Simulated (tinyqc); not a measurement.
Born-von Karman spring model of a cubic crystal with one atom per cell. From elastic Debye temperature back to radial spring k1L. Computed by tinyqc, a small Python program. Command: `OMP_NUM_THREADS=1 python tinyqc.py 3027598 3027599 out.jsonl springs inv`. One thread of a shared host (Intel(R) Xeon(R) Processor @ 2.30GHz), about 0.2 s of CPU time with the checks.

First neighbours lie at a/2 (1,1,1) (8 of them), second at a (1,0,0) (6), with all permutations and signs; the volume per atom is Omega = a^3/2.

Inputs (values chosen for the exercise, for a model crystal):

| quantity | value | unit |
|---|---|---|
| lattice constant a | 3.55 | angstrom |
| atomic mass M | 152 | u |
| transverse spring k1T | 0 | eV/angstrom^2 |
| radial spring k2L | 1.2 | eV/angstrom^2 |
| transverse spring k2T | 0 | eV/angstrom^2 |

Lattice: bcc.

Constants: 1 eV/angstrom^3 = 160.2176634 GPa; u = 1.6605390666e-27 kg; hbar = 1.054571817e-34 J s; k_B = 1.380649e-23 J/K.

Method:
- [ij,kl] = (1/(2 Omega)) sum_R K_ij R_k R_l; C11 = [xx,xx], C44 = [xx,yy], C12 = 2 [xy,xy] - C44; B = (C11 + 2 C12)/3; Zener ratio A = 2 C44/(C11 - C12). K(R) = kL n n^T + kT (1 - n n^T).
- rho = M/Omega and v = sqrt(C/rho), with C = C11, C44, C44 along [100]; (C11 + C12 + 2 C44)/2, C44, (C11 - C12)/2 along [110]; (C11 + 2 C12 + 4 C44)/3 and twice (C11 - C12 + C44)/3 along [111].
- Christoffel matrix G_xx = C11 n_x^2 + C44 (1 - n_x^2), G_xy = (C12 + C44) n_x n_y, with eigenvalues rho v^2; v_m^-3 is the mean of v^-3 over three branches and all directions (12 Gauss-Legendre points in cos(theta) times 24 angles phi = (j + 1/2) pi/12); q_D = (6 pi^2/Omega)^(1/3); Theta = hbar v_m q_D/k_B.

Task: A run gave the result below. Find the radial spring k1L, known to lie between 0.72 and 2.7 eV/angstrom^2.

elastic Debye temperature = 235.3563 K

Result:

Each step takes the trial c = (a f_b - b f_a)/(f_b - f_a), f being the result less the target and a, b, c the logarithms of the listed values; c replaces end b, the old b replaces a if the sign of f changed, and otherwise f_a is halved.

Scan of the range:

| radial spring k1L (eV/angstrom^2) | elastic Debye temperature (K) |
|---|---|
| 0.720 | 192.652 |
| 0.897 | 206.877 |
| 1.120 | 222.049 |
| 1.390 | 237.547 |
| 1.740 | 254.395 |
| 2.170 | 271.656 |
| 2.700 | 289.398 |

False position (Illinois rule, in the logarithm of the input) inside the bracket:

| step | end a | end b | trial | elastic Debye temperature (K) |
|---|---|---|---|---|
| 1 | 1.12000 | 1.39000 | 1.34821 | 235.313 |
| 2 | 1.39000 | 1.34821 | 1.34900 | 235.356 |
| 3 | 1.39000 | 1.34900 | 1.34900 | 235.356 |
| 4 | 1.34900 | 1.34900 | 1.34900 | 235.356 |

Elastic Debye temperature rises at every point of a 13-point scan of the range (every second point is shown), so one value fits; it is bracketed by 1.12 and 1.39. Answer: radial spring k1L = 1.349 eV/angstrom^2.
